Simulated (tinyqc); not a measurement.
Field length and prefactor from two substrate currents.

Problem. For Em = (Vd - Vdsat)/l, Isub/Id = (Ai/Bi)(Vd - Vdsat) exp(-Bi l/(Vd - Vdsat)), and l = sqrt(3 tox xj). Find l, Ai and xj.

Inputs (values chosen for the exercise): oxide thickness tox = 4.7 nm; ionisation field Bi = 1.75 MV/cm.

Isub/Id at Vd - Vdsat = 1.7 and 2.2 V: 0.0562149483  0.162743970

Answer. ln[Isub/(Id (Vd - Vdsat))] is linear in 1/(Vd - Vdsat) with slope -Bi l.

l = 34.42 nm
Ai = 2.000e6 1/cm
xj = 84.00 nm

Program tinyqc, `OMP_NUM_THREADS=1 python tinyqc.py 2550063 2550064 out.jsonl`; Intel Xeon 2.30GHz, shared host, one thread, about 0.01 s.
